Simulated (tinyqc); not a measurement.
Changing the density rho_2: longitudinal sound in a periodic multilayer: transfer matrices, stop bands and folded phonons. Computed by tinyqc, a small Python program. Command: `OMP_NUM_THREADS=1 python tinyqc.py 3015382 3015383 out.jsonl multilayer sweep`. One thread of a shared host (Intel(R) Xeon(R) Processor @ 2.30GHz), about 0.01 s of CPU time with the checks.

Layers 1 and 2 repeat with period d = d_1 + d_2; waves travel normal to the layers, without loss. State vector (u, s): displacement u and stress divided by omega. Impedances Z = rho v are in 1e6 kg/(m^2 s).

Inputs (values chosen for the exercise, modelled on silica (layer 1), tungsten (layer 2) and silica (substrate)):
```
quantity            value    unit
density rho_1        2.22  g/cm^3
velocity v_1         6070     m/s
thickness d_1         166      nm
velocity v_2         5150     m/s
thickness d_2         145      nm
substrate density    2.18  g/cm^3
substrate velocity   5870     m/s
periods N              12       -
```

Method:
- Z = rho v; interface reflection r = (Z_2 - Z_1)/(Z_2 + Z_1) (stress amplitude, from 1 into 2); Bragg frequency f_B = 1/[2 (d_1/v_1 + d_2/v_2)]; long-wave velocity v_eff = d/sqrt[(d_1/v_1)^2 + (d_2/v_2)^2 + (Z_1/Z_2 + Z_2/Z_1)(d_1/v_1)(d_2/v_2)].
- A layer maps (u, s) by [[cos p, sin p/Z], [-Z sin p, cos p]], p = 2 pi f d_i/v_i; one period is M = M_2 M_1, and cos(q d) = trace(M)/2.
- For N periods A = M^N. A wave comes from a thick layer of material 1 and leaves into the substrate (Z_s): transmitted power T = 4 Z_1 Z_s/|Z_1 A_22 + Z_s A_11 - i (Z_1 Z_s A_12 - A_21)|^2, reflected power R = 1 - T.
- Gap m contains m f_B; its edges, where trace(M)/2 = (-1)^m, are found by root search. Weak-contrast estimate of the width: (4 f_B/pi) |r sin(m pi a)|, a = (d_1/v_1)/(d_1/v_1 + d_2/v_2).

One run for each value; columns: (1) density rho_2 (g/cm^3); (2) width/f_B (%); (3) transmitted power at f_B; (4) interface reflection r; (5) long-wave velocity v_eff (m/s):
```
(1)      (2)        (3)     (4)   (5)
2.88     6.1  3.171e-01  0.0479  5597
4.05    27.6  1.065e-04  0.2150  5472
5.70    48.3  2.926e-08  0.3708  5204
8.01    67.8  8.332e-12  0.5075  4828
11.30   85.8  2.161e-15  0.6240  4379
15.90  101.8  5.963e-19  0.7174  3904
22.30  115.9  1.779e-22  0.7900  3436
31.40  128.4  4.824e-26  0.8462  2986
```

Describe and explain the trends.

Over the rows, width/f_B (%) rises from 6.10 to 128 (exponent d ln y / d ln x 4.4 between the first rows and 0.30 between the last); transmitted power at f_B falls from 0.317 to 4.82e-26 (exponent d ln y / d ln x about -24 throughout); interface reflection r rises from 0.0479 to 0.846 (exponent d ln y / d ln x 4.4 between the first rows and 0.20 between the last). Contrast widens the gap and deepens it; it also slows long waves, since the soft layer sets the stiffness and the heavy one the mass.

Caution (rows 5.70, 8.01, 11.3, 15.9, 22.3, 31.4): so small a transmitted power at f_B holds only for perfect layers and strictly normal incidence.
